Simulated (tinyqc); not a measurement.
# Doping and flat-band voltage from two insulator thicknesses

Problem. A junctionless wire is fully depleted at VT = Vfb - q Nd R^2/(4 eps0 eps_r) - q Nd R^2 ln(1 + tox/R)/(2 eps0 eox). Find Nd and Vfb.

Values chosen for this exercise; material values close to those of silicon:
- eps_r = 11.9 (relative permittivity of the semiconductor)
- eox = 22 (relative permittivity of the gate insulator)
- R = 6 nm (wire radius)

Constants: q = 1.602176634e-19 C, eps0 = 8.8541878128e-14 F/cm where lengths are in cm. Results are converted to the units shown.

VT at tox = 4.3 and 9.5 nm (V): [0.93783895, 0.88701232]

Solution. The difference of the thresholds is proportional to Nd and holds no Vfb.

Nd = 8.400e18 cm^-3
Vfb = 1.120 V

Computed by the program tinyqc: `OMP_NUM_THREADS=1 python tinyqc.py 2460009 2460010 out.jsonl`, one thread of a shared Intel Xeon 2.30GHz, about 0.01 s for the whole run.
